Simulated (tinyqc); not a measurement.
Reduced Fermi level from a carrier density: charge neutrality of a doped semiconductor with incomplete ionisation. Computed by tinyqc, a small Python program. Command: `OMP_NUM_THREADS=1 python tinyqc.py 3023375 3023376 out.jsonl dopant walk`. One thread of a shared host (Intel(R) Xeon(R) Processor @ 2.30GHz), about 0.03 s of CPU time with the checks.

Energies are counted from the top of the valence band; E_D is measured down from the conduction band and E_A up from the valence band.

Inputs (values chosen for the exercise, modelled on CdTe): gap at 0 K E_g0 = 1.58 eV; Varshni alpha = 0.000306 eV/K; Varshni beta = 110 K; electron mass m_e = 0.0925 m_0; valleys M_c = 1; hole mass m_h = 0.621 m_0; temperature T = 300 K.

Doping: p-type, compensated. Statistics of the bands: Boltzmann.

ratios u of density to N: [0.0083, 0.027, 0.09, 0.3, 0.97, 3.2, 10]

Constants: m_0 = 9.1093837015e-31 kg; k_B = 1.380649e-23 J/K; h = 6.62607015e-34 J s; k_B = 8.617333262e-05 eV/K.

Method:
- E_g = E_g0 - alpha T^2/(T + beta).
- N_c = 2 M_c (2 pi m_e k_B T/h^2)^(3/2) and N_v = 2 (2 pi m_h k_B T/h^2)^(3/2), masses in units of m_0.
- n_i = sqrt(N_c N_v) exp(-E_g/(2 k_B T)); E_i = E_g/2 + (k_B T/2) ln(N_v/N_c).
- F_1/2(eta) = (2/sqrt(pi)) int_0^infinity sqrt(x)/(1 + exp(x - eta)) dx, by the trapezoid rule in t = sqrt(x) with step 0.02 up to t = 12 (for eta < -12 by exp(eta) - exp(2 eta)/2^(3/2)).
- For u = density/N of the majority band, eta solves F_1/2(eta) = u (bisection). Boltzmann: ln u. Joyce-Dixon: ln u + u/sqrt(8) - 4.95009e-3 u^2 + 1.48386e-4 u^3 - 4.42563e-6 u^4. Degenerate limit: (3 sqrt(pi) u/4)^(2/3). The last column is (eta - ln u) k_B T.

N_v = 1.22803e+19 cm^-3

k_B T = 0.0258520 eV

Eta by four rules:
```
u       density (cm^-3)    exact  Boltzmann  Joyce-Dixon  degenerate  Boltzmann error (meV)
0.0083       1.0193e+17  -4.7886    -4.7915      -4.7886      0.0496             7.5854e-02
0.027        3.3157e+17  -3.6024    -3.6119      -3.6024      0.1088             2.4669e-01
0.09         1.1052e+18  -2.3762    -2.4079      -2.3762      0.2428             8.2157e-01
0.3          3.6841e+18  -1.0983    -1.2040      -1.0983      0.5418             2.7306e+00
0.97         1.1912e+19   0.3080    -0.0305       0.3080      1.1847             8.7489e+00
3.2          3.9297e+19   2.2483     1.1632       2.2482      2.6254             2.8052e+01
10           1.2280e+20   5.4563     2.3026       5.4472      5.6117             8.1529e+01
```

Boltzmann statistics place E_F within 1 meV of the exact value up to u = 0.0900 of those listed and miss by 81.5 meV at u = 10. Joyce-Dixon stays within 0.01 in eta up to u = 10.0; the degenerate limit is still 2.8 % high at the last u. A parabolic band is assumed throughout.
